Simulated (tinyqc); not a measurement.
Which single mass stands for the valley: donor in an ellipsoidal valley (Kohn-Luttinger variational method). Computed by tinyqc, a small Python program. Command: `OMP_NUM_THREADS=1 python tinyqc.py 3020943 3020944 out.jsonl kohnlutt walk`. One thread of a shared host (Intel(R) Xeon(R) Processor @ 2.30GHz), about 0.04 s of CPU time with the checks.

H = -(d^2/dx^2 + d^2/dy^2) - gamma d^2/dz^2 - 2/r in units built on m_t, with gamma = m_t/m_l and z along the valley axis. One valley; no valley-orbit or central-cell term.

Inputs (values chosen for the exercise, for a model semiconductor): transverse mass m_t = 0.192 m_0; longitudinal mass m_l = 0.891 m_0; dielectric constant eps = 10.9.

Constants: Ry = 13.605693123 eV; a_0 = 0.529177210903 angstrom.

Method:
- Ry* = Ry m_t/eps^2, a* = a_0 eps/m_t, gamma = m_t/m_l.
- Trial function exp(-sqrt((x^2 + y^2)/a^2 + z^2/b^2)) with beta = b/a < 1: E = t/a^2 - u/a, t = (2 + gamma/beta^2)/3, u = 2 arcsin(sqrt(1 - beta^2))/sqrt(1 - beta^2); the best a is 2 t/u and E(beta) = -u^2/(4 t).
- Golden-section search on beta from 0.05 to 0.999, 60 steps.
- Gaussian basis: g = P exp(-al (x^2 + y^2) - be z^2) with P = 1 (s-like), z (2p0) or x (2p+-); al = 0.004 x 2.6^k, k = 0..11, and be/al = 1, gamma^(-1/2) or 1/gamma (36 functions); 1/r = (2/sqrt(pi)) int exp(-t^2 r^2) dt by 48 Gauss-Legendre points after t = sqrt(al_i + al_j) tan(theta); overlap eigenvalues below 1e-10 are dropped.
- A hydrogenic level is Ry m/eps^2 for one mass m; errors are against the Gaussian basis.

gamma = 0.215488

1s binding energy, Gaussian basis = 34.1647 meV

1s binding energy, trial function = 34.1212 meV

1s binding energy:

| rule | mass (m_0) | binding (meV) | error (%) |
|---|---|---|---|
| transverse mass | 0.19200 | 21.99 | -35.64 |
| conductivity mass 3/(2/m_t + 1/m_l) | 0.25999 | 29.77 | -12.85 |
| density-of-states mass (m_t^2 m_l)^(1/3) | 0.32025 | 36.67 | 7.35 |
| longitudinal mass | 0.89100 | 102.03 | 198.65 |
| trial function with a and b | - | 34.12 | -0.13 |
| mass that fits 1s | 0.29834 | 34.16 | 0.00 |

The conductivity mass, which is what a spherical trial function (a = b) gives, falls short by 12.9 %, as a restricted variational bound must; the density-of-states mass is off by +7.3 %. The mass that fits lies between the two.

Extremes, crossings and ranges named in words are read from the listed rows.
